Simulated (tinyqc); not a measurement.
## Permittivity and interlayer from two capacitances

Inverse problem. A two-layer stack has Cox = eps0/(t1/e1 + t2/e2) and EOT = 3.9 eps0/Cox. Find e2, the EOT of layer 1 and, with e1 given, t1.

Values chosen for this exercise: relative permittivity of layer 1 e1 = 3.83.

Constants: eps0 = 8.8541878128e-14 F/cm where lengths are in cm. Results are converted to the units shown.

Cox at t2 = 1.6 and 8.5 nm (uF/cm^2): [3.6242191, 1.7371688]

Solution. EOT is linear in t2 with slope 3.9/e2, and its intercept is the EOT of layer 1.

e2 = 26.0
EOT of layer 1 = 0.713 nm
t1 = 0.700 nm

Program tinyqc, `OMP_NUM_THREADS=1 python tinyqc.py 2010051 2010052 out.jsonl`; Intel Xeon 2.30GHz, shared host, one thread, about 0.01 s.
